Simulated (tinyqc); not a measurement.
From results back to parameters: two-dimensional electron gas with Rashba and Dresselhaus coupling. Three cases, with inputs chosen for the exercise.

Problem. For pure Rashba coupling above the band crossing, k_outer - k_inner = al m/c with c = hbar^2/2m0, and each branch holds k^2/(4 pi) electrons per area. Beating of Shubnikov-de Haas oscillations gives the two densities; those below come from a hidden al (1e11/cm^2 = 1e-5/angstrom^2).

Constants: hbar^2/2m0 = 3.80998211 eV angstrom^2.

Find: k_outer, k_inner; al.

Method. k = sqrt(4 pi n) for each branch, and al = c (k_outer - k_inner)/m.

Case 1.

Values chosen (out of a larger set: of the size met in InSb; not measured data): m = 0.0129 m0 (mass).

densities (1e11/cm^2): outer 4.297648, inner 4.002352

Solution.

k_outer, k_inner (1/angstrom): 0.02324  0.02243

al = 0.240 eV angstrom

Case 2.

Values chosen (out of a larger set: of the size met in InGaAs; not measured data): m = 0.0396 m0 (mass).

densities (1e11/cm^2): outer 4.801787, inner 4.098213

Solution.

k_outer, k_inner (1/angstrom): 0.02456  0.02269

al = 0.180 eV angstrom

Case 3.

Values chosen (out of a larger set: of the size met in GaN; not measured data): m = 0.2081 m0 (mass).

densities (1e11/cm^2): outer 2.474405, inner 2.425595

Solution.

k_outer, k_inner (1/angstrom): 0.01763  0.01746

al = 0.00320 eV angstrom

Computed by tinyqc, one run a case: `OMP_NUM_THREADS=1 python tinyqc.py N N+1 out.jsonl` with N = 1451184, 1451289, 1451291; one thread of a shared Intel(R) Xeon(R) Processor @ 2.30GHz, about 0.01 s a run at most.
